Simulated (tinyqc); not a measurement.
Inside a calculation. Model: classical Heisenberg spin chain: exact results, Metropolis, heat-bath and over-relaxation steps, and a Monte Carlo run. Computed by tinyqc, a small Python program that keeps every step. Command: `OMP_NUM_THREADS=1 python tinyqc.py 3130181 3130182 out.jsonl heismc walk`. One thread of a shared host (Intel(R) Xeon(R) Processor @ 2.30GHz), about 0.2 s of CPU time with the checks. Intermediate numbers are printed to about 6 digits and carried at full precision; extremes and crossings named in words are read from the listed rows.

E = -J sum_i s_i . s_(i+1) for unit vectors s_i on an open chain; K = J/(k_B T).

Inputs (values chosen for the exercise, for a model chain of large moments):

| quantity | value | unit |
|---|---|---|
| coupling J | 25 | meV |
| temperature T | 336 | K |
| moment mu | 6.1 | mu_B |
| length N of the open chain | 24 | - |
| seed | 458741 | - |

Update: heat bath with over-relaxation.

Constants: k_B = 8.617333262e-05 eV/K; mu_B = 5.7883818060e-05 eV/T.

## Exact results

Each bond angle is independent, so u = <s_i . s_(i+1)> = coth K - 1/K, <s_i . s_(i+n)> = u^n, correlation length xi = -1/ln|u|, energy per bond -J u, heat capacity per bond c/k_B = 1 - K^2/sinh^2 K, and for the long chain chi = mu^2 (1 + u)/(3 k_B T (1 - u)) per spin.

K = 0.863431

u = 0.274451

xi = 0.773406 sites

energy per bond = -6.86128 meV

heat capacity = 0.215419 k_B/bond

chi over the Curie value = 1.75653

chi = 0.0435552 mu_B/T per spin

## Finite chain

For N spins, <|sum s|^2>/N = (1 + u)/(1 - u) - 2 u (1 - u^N)/(N (1 - u)^2); the long chain has (1 + u)/(1 - u), chi over the Curie value, and the difference is relative to it.

<|sum s|^2>/N = 1.71309

difference from the long chain = -2.47340 %

## Four single-spin steps

four neighbouring spins (rows; components x, y, z):
```
         1        2        3
1  -0.6811   0.6284   0.3758
2   0.7856  -0.4689  -0.4037
3  -0.8333   0.0140   0.5526
4  -0.5024   0.3510  -0.7902
```

random numbers, one row a step:
```
        1       2       3
1  0.5918  0.7396  0.7292
2  0.1932  0.4964  0.0689
3  0.0562  0.1865  0.2611
4  0.8620  0.3940  0.2768
```

The given spins are first normalised. Spins 2 and 3 are updated in turn, with h = K (sum of the two neighbours). Heat bath: cos(theta) = 1 + ln(1 - r1 (1 - exp(-2 |h|)))/|h| about n = h/|h|, azimuth 2 pi r2 = phi in the frame a = n x z/|n x z|, b = n x a: s = n cos(theta) + sin(theta)(a cos(phi) + b sin(phi)); r1, r2 are the first two numbers of the row. Steps 2 and 4 are reflections, s -> 2 (s . h) h/|h|^2 - s, which keep the energy and use no random number.

Steps:

| spin | \|h\| | h . s before | h . s after | move | x | y | z |
|---|---|---|---|---|---|---|---|
| 2 | 1.63097 | -1.61094 | 0.78903 | heat bath | -0.015021 | -0.055706 | 0.998334 |
| 3 | 0.54488 | 0.47517 | 0.47517 | reflection | -0.596722 | 0.802128 | 0.022656 |
| 2 | 1.69153 | 0.29123 | 1.63571 | heat bath | -0.588724 | 0.807653 | -0.033184 |
| 3 | 1.54719 | 1.34853 | 1.34853 | reflection | -0.464729 | 0.325018 | -0.823645 |

## A run and its error bars

From the ordered state (alternating for J < 0), with each spin drawn from exp(h . s), h = K x sum of neighbours, 200 sweeps are discarded and 1600 recorded (even and odd sites in turn, each heat-bath sweep followed by two sweeps of reflections; random numbers not printed, so these rows are one sample). Errors are the scatter of block means over sqrt(number of blocks).

Blocking:

| block length | mean bond product | error | <\|sum s\|^2>/N | error |
|---|---|---|---|---|
| 1 | 0.274966 | 0.00283183 | 1.70488 | 0.0329760 |
| 4 | 0.274966 | 0.00282253 | 1.70488 | 0.0326899 |
| 16 | 0.274966 | 0.00270151 | 1.70488 | 0.0337502 |
| 40 | 0.274966 | 0.00280168 | 1.70488 | 0.0321388 |
| 80 | 0.274966 | 0.00240215 | 1.70488 | 0.0335909 |

With blocks of 40 the bond product is 0.2 error bars from the exact u = 0.2745, and <|sum s|^2>/N is 0.3 from the exact 1.713. Blocking to 40 changes the two errors by factors 1.0 and 1.0.

Checks made by the program: c against a difference of the energy (relative difference 6e-10).
